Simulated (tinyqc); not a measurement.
## Radius, Mott density and mass from the binding energy

Question. A donor has the isolated binding energy E0 = cc Ry, Ry = (m0 q^3/(8 eps0^2 h^2)) me/eps_r^2 in eV, radius a = q/(8 pi eps0 eps_r E0) and Mott density (0.26/a)^3. Find a, the Mott density and me.

Values chosen for this exercise:
- eps_r = 16 (relative permittivity)
- cc = 1 (ratio of the true binding energy to the hydrogenic one)

Constants: q = 1.602176634e-19 C, eps0 = 8.8541878128e-12 F/m, h = 6.62607015e-34 J s, m0 = 9.1093837015e-31 kg. Results are converted to the units shown.

E0 = 6.3776687 meV

Solution. Each follows directly from E0.

a = 7.06 nm
Mott density = 5.00e16 cm^-3
me = 0.120 m0

tinyqc, about 0.01 s, one thread, Intel Xeon 2.30GHz (shared host): `OMP_NUM_THREADS=1 python tinyqc.py 2330097 2330098 out.jsonl`
